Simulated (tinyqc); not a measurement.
Comparisons within one model: temperature and isotope dependence of a band gap in oscillator models. A value that a table varies takes the place of the one given here.

E(T) = E0 - sum_i sl_i th_i n_i(T), n = 1/(exp(th/T) - 1). The same coupling lowers the gap at 0 K by the zero-point term ZP = sum_i sl_i th_i/2, so the gap of the static lattice is E0 + ZP. Thermal expansion is taken as part of the slopes.

Two-parameter forms are made to pass through the falls at the two temperatures T12: Varshni aV T^2/(T + bV), from the line T^2/fall = (T + bV)/aV; one oscillator s1 t1/(exp(t1/T) - 1), with t1 from the ratio of the falls.

Constants: kB = 8.617333262e-05 eV/K; hbar^2/2m0 = 3.80998211 eV angstrom^2.

Inputs chosen for the exercise (near those of Si; shifted at random, so the results belong to these values and not to a real crystal):

| symbol | value | unit | meaning |
|---|---|---|---|
| E0 | 1.158 | eV | gap at 0 K |
| th | (155, 504) | K | temperatures of two oscillators |
| sl | (0.1192, 0.2118) | meV/K | their high-temperature slopes |
| T12 | (250, 650) | K | temperatures of the fits |
| mm | 0.99 | m0 | geometric mean of the density-of-states masses |
| T | 200 | K | temperature |

## How far the fits carry

Falls of the gap from E0, and errors of the two fits against the model.

Results:

| T (K) | fall (meV) | Varshni - model (meV) | one oscillator - model (meV) | fall/ZP |
|---|---|---|---|---|
| 20 | 0.01 | 0.36 | -0.01 | 0.000 |
| 50 | 0.88 | 1.30 | -0.75 | 0.014 |
| 100 | 5.67 | 2.17 | -1.88 | 0.091 |
| 200 | 25.12 | 1.12 | -0.58 | 0.401 |
| 300 | 51.77 | -1.01 | 0.37 | 0.827 |
| 400 | 81.31 | -2.19 | 0.64 | 1.299 |
| 600 | 143.77 | -0.94 | 0.21 | 2.296 |
| 800 | 208.05 | 3.96 | -0.78 | 3.323 |

What does this show, and why?

Below the first fit point the largest errors are +2.17 meV (Varshni, 100 K, on a fall of 5.67 meV) and -1.88 meV (one oscillator, 100 K); a T^2 law cannot freeze out; a single oscillator misses the soft modes. At 800 K, beyond the second fit point, they are +4.0 and -0.8 meV, so the oscillator extrapolates better here. The thermal fall equals ZP between 300 and 400 K.

## What the shift does to the intrinsic density

ni = 2 (mm kT/(4 pi c))^(3/2) exp(-E/2kT), c = hbar^2/2m0, with E(T) and with E0; 1 angstrom^-3 = 1e24 cm^-3. Apparent gap from an Arrhenius plot of ni/T^(3/2): E(T) - T dE/dT, dE/dT = -sum sl_i (th_i/T)^2 n_i (1 + n_i).

Results:

| T (K) | E(T) (eV) | ni (cm^-3) | ni with E(T) / ni with E0 | apparent gap (eV) |
|---|---|---|---|---|
| 200 | 1.1329 | 7.17e+04 | 2.073 | 1.1812 |
| 250 | 1.1201 | 9.64e+07 | 2.411 | 1.1871 |
| 300 | 1.1062 | 1.26e+10 | 2.722 | 1.1917 |
| 350 | 1.0917 | 4.30e+11 | 3.002 | 1.1953 |
| 400 | 1.0767 | 6.27e+12 | 3.252 | 1.1981 |
| 500 | 1.0458 | 2.85e+14 | 3.676 | 1.2023 |
| 700 | 0.9822 | 2.57e+16 | 4.293 | 1.2073 |

What can be read from the table?

Using E0 in place of E(T) understates ni by a factor that rises from 2.07 to 4.29, towards exp(sum sl/2kB) = 6.8. The slope of an Arrhenius plot returns neither E(T) nor E0 but the intercept of the tangent, 1.1917 eV at 300 K, which lies 34 meV above E0 and tends to the static gap 1.2206 eV.

## What each parameter does

Gap at T, slope -sum sl_i (th_i/T)^2 n_i (1 + n_i) and ZP. Each row changes one parameter from the base and keeps the others.

Results:

| case | E(T) (eV) | dE/dT (meV/K) | ZP (meV) |
|---|---|---|---|
| base | 1.1329 | -0.2414 | 62.61 |
| T = 240 K | 1.1227 | -0.2637 | 62.61 |
| E0 = 1.168 eV | 1.1429 | -0.2414 | 62.61 |
| th = (155, 604) K | 1.1357 | -0.2176 | 73.20 |
| sl = (0.155, 0.2118) meV/K | 1.1281 | -0.2755 | 65.39 |

What does this show?

The largest shifts from the base row, up to three for each result and ties (the steps differ in size, so this ranks the rows, not the parameters). E(T) (eV): T -0.0101, E0 +0.0100, sl -0.0047. dE/dT (meV/K): sl -0.0341, th +0.0238, T -0.0223; unchanged at the printed digits by E0. ZP (meV): th +10.59, sl +2.77; unchanged at the printed digits by T and E0.

Program tinyqc; command `OMP_NUM_THREADS=1 python tinyqc.py 1880711 1880712 out.jsonl`; about 0.01 s on one thread of a shared Intel(R) Xeon(R) Processor @ 2.30GHz.
